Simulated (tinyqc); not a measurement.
What each parameter does: strain-driven crossing of the Gamma and L valleys in a germanium-like crystal alloyed with tin.

Biaxial loads: e0 is the in-plane strain e_par and the normal is free. (001): e_perp = -2 (C12/C11) e_par; exx = eyy = e_par, ezz = e_perp, no shear. (111): e_perp = -(2 C11 + 4 C12 - 4 C44)/(C11 + 2 C12 + 4 C44) e_par; exx = eyy = ezz = (2 e_par + e_perp)/3 and exy = eyz = ezx = (e_perp - e_par)/3. (110): e_perp = -(C11 + 3 C12 - 2 C44)/(C11 + C12 + 2 C44) e_par; exx = eyy = (e_par + e_perp)/2, ezz = e_par, exy = (e_perp - e_par)/2, eyz = ezx = 0. Uniaxial loads: a stress along n, scaled so that n.e.n = e0, with exx = s11 sxx + s12 (syy + szz), exy = s44 sxy/2, s11 = (C11 + C12)/((C11 - C12)(C11 + 2 C12)), s12 = -C12/((C11 - C12)(C11 + 2 C12)), s44 = 1/C44.

Edges from the unstrained valence top: Gamma at Eg + ac tr(e); an L valley with unit axis u at EgL + aL tr(e) + XuL (u.e.u - tr(e)/3), u along [111], [1-1-1], [-11-1], [-1-11]; valence edges are the levels of the 6 x 6 matrix of X, Y, Z times spin with -Dso/3 + l exx + m (eyy + ezz) on the diagonal (cyclic), n exy off it, l = av + 2 b, m = av - b, n = sqrt(3) d. Spin-orbit term (Dso/3) L.sigma on X, Y, Z with (L_k)_ij = -i epsilon_kij: <X+|H|Y+> = -i Dso/3, <X+|H|Z-> = Dso/3, <Y+|H|Z-> = -i Dso/3, <Z+|H|X-> = -Dso/3, <Z+|H|Y-> = i Dso/3, <X-|H|Y-> = i Dso/3, and their conjugates; + and - are the spin along z.

With tin the unstrained gaps become E(y) = (1 - y) E + y EgS - CS y (1 - y); all other values are kept.

Parameters, chosen for this exercise (near those of Ge, gaps at low temperature; not measured data):
- Eg = 0.913 eV (gap at Gamma to the s-like level)
- EgL = 0.741 eV (gap to L)
- Dso = 0.285 eV (spin-orbit splitting)
- ac = -8.28 eV (conduction deformation potential)
- av = 1.25 eV (valence hydrostatic potential)
- b = -2.56 eV (tetragonal shear potential)
- d = -5.38 eV (trigonal shear potential)
- aL = -1.65 eV (hydrostatic potential of the L edge, Xd + Xu/3)
- XuL = 15.95 eV (uniaxial potential, L)
- y = 0.057 (tin fraction)
- EgS = (-0.378, 0.05) eV (Gamma and L gaps of the tin end)
- CS = (2.16, 1.11) eV (bowing of the Gamma and L gaps)
- C11 = 129.5 GPa
- C12 = 49.1 GPa
- C44 = 66.5 GPa
- load = uniaxial [111] (kind of strain)
- e0 = 0.0298 (size of the strain)

Direct gap, Gamma minus the lowest L edge and the valence splitting. Each row changes one parameter from the base and keeps the others.

Results:
```
case              direct gap (eV)  Gamma - L (meV)  valence splitting (meV)
base                       0.4233             70.0                    127.7
ac = -9.522 eV             0.3982             44.9                    127.7
av = 1.0625 eV             0.4271             70.0                    127.7
d = -6.187 eV              0.4072             70.0                    135.4
e0 = 0.03427               0.3783             68.3                    135.4
y = 0.06555                0.3960             57.0                    127.7
C12 = 56.465 GPa           0.4310             78.1                    128.5
XuL = 18.3425 eV           0.4233             88.4                    127.7
```

The largest shifts from the base row, up to three for each result and ties (the steps differ in size, so this ranks the rows, not the parameters). direct gap (eV): e0 -0.0450, y -0.0272, ac -0.0251; unchanged at the printed digits by XuL. Gamma - L (meV): ac -25.1, XuL +18.4, y -13.0; unchanged at the printed digits by av and d. valence splitting (meV): e0 +7.7, d +7.7, C12 +0.8; unchanged at the printed digits by ac, av, y and XuL.

Computed by tinyqc, a small Python program: `OMP_NUM_THREADS=1 python tinyqc.py 1081053 1081054 out.jsonl` (the numbers bound the seed that draws the inputs); one thread of a shared host (Intel(R) Xeon(R) Processor @ 2.30GHz), about 0.01 s for the whole set of steps.
